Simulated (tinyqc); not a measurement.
Inside a calculation. Model: Bloch-Grueneisen resistivity of a metal. Computed by tinyqc, a small Python program that keeps every step. Command: `OMP_NUM_THREADS=1 python tinyqc.py 3024281 3024282 out.jsonl bg walk`. One thread of a shared host (Intel(R) Xeon(R) Processor @ 2.30GHz), about 0.01 s of CPU time with the checks. Intermediate numbers are printed to about 6 digits and carried at full precision; extremes and crossings named in words are read from the listed rows.

Electrons scatter from a Debye spectrum of phonons (n = 5 for scattering within one band, n = 3 for scattering into a second, heavy band) and from static defects.

Inputs (values chosen for the exercise, modelled on molybdenum):

| quantity | value | unit |
|---|---|---|
| exponent n | 5 | - |
| Debye temperature Theta | 399 | K |
| transport coupling lambda_tr | 0.31 | - |
| Drude plasma energy hbar w_p | 8.3 | eV |
| residual resistivity rho_0 | 0.17 | microohm cm |
| temperature T | 400 | K |
| coefficient A of T^2 | 2.3 | picoohm cm/K^2 |

Addition: T^2 term.

Constants: k_B = 1.380649e-23 J/K; hbar = 1.054571817e-34 J s; eps_0 = 8.8541878128e-12 F/m; hbar = 6.582119569e-16 eV s; k_B = 8.617333262e-05 eV/K.

## Scale of the phonon resistivity

rho_ph = (n - 1) rho_1 (T/Theta)^n J_n(Theta/T), with rho_1 = 2 pi lambda_tr k_B Theta/(hbar eps_0 w_p^2), the high-temperature line at T = Theta.

rho_1 = 7.22684 microohm cm

## The integral and the phonon part

J_n(y) = int_0^y x^n e^x/(e^x - 1)^2 dx, by 96 Gauss-Legendre points (upper limit at most 60).

Theta/T = 0.9975

J_n = 0.234322

phonon resistivity rho_ph = 6.85895 microohm cm

This is 94.7 % of the straight line rho_1 T/Theta.

## Total resistivity and derived numbers

rho = rho_0 + A T^2 + rho_ph. Temperature coefficient (1/rho) d rho/dT by a central difference of +/- 0.5 K; residual ratio rho(295 K)/rho(4.2 K); scattering time tau = 1/(eps_0 w_p^2 rho); Wiedemann-Franz kappa = L_0 T/rho, L_0 = (pi^2/3)(k_B/e)^2.

resistivity rho = 7.39695 microohm cm

temperature coefficient = 2.81835 1e-3/K

residual resistance ratio = 30.6130

scattering time = 9.60228 fs

Wiedemann-Franz conductivity = 132.109 W/(m K)

The coefficient is 1.13 times 1/T.

## Limits of the phonon part

Low T: (n - 1) n! zeta(n) rho_1 (T/Theta)^n. High T: rho_1 (T/Theta) [1 - (n - 1)/(12 (n + 1)) (Theta/T)^2].

Resistivities (microohm cm):

| T (K) | rho_ph | low-T law | straight line | line with correction | total rho |
|---|---|---|---|---|---|
| 12 | 8.85074e-05 | 8.85074e-05 | 0.2173 | - | 0.1704 |
| 20 | 1.13813e-03 | 1.13821e-03 | 0.3622 | - | 0.1721 |
| 32 | 1.17610e-02 | 1.19350e-02 | 0.5796 | - | 0.1841 |
| 48 | 7.62725e-02 | 9.06316e-02 | 0.8694 | - | 0.2516 |
| 80 | 4.68308e-01 | 1.16553e+00 | 1.4490 | - | 0.6530 |
| 140 | 1.66749e+00 | 1.91299e+01 | 2.5357 | 1.3915 | 1.8826 |
| 200 | 2.92752e+00 | 1.13821e+02 | 3.6225 | 2.8215 | 3.1895 |
| 320 | 5.32316e+00 | 1.19350e+03 | 5.7960 | 5.2953 | 5.7287 |
| 480 | 8.36866e+00 | 9.06316e+03 | 8.6939 | 8.3602 | 9.0686 |
| 800 | 1.42915e+01 | 1.16553e+05 | 14.4899 | 14.2897 | 15.9335 |

The low-T law holds to 10 % up to 32 K, the straight line from 320 K on. The local exponent of rho_ph falls from 5.00 to 1.05. Phonons overtake the residual resistivity between 48.0 and 80.0 K. The T^2 term exceeds rho_ph up to 12 K among these rows.

Checks made by the program: J_n at large argument against n! zeta(n) (relative difference below 1e-10).
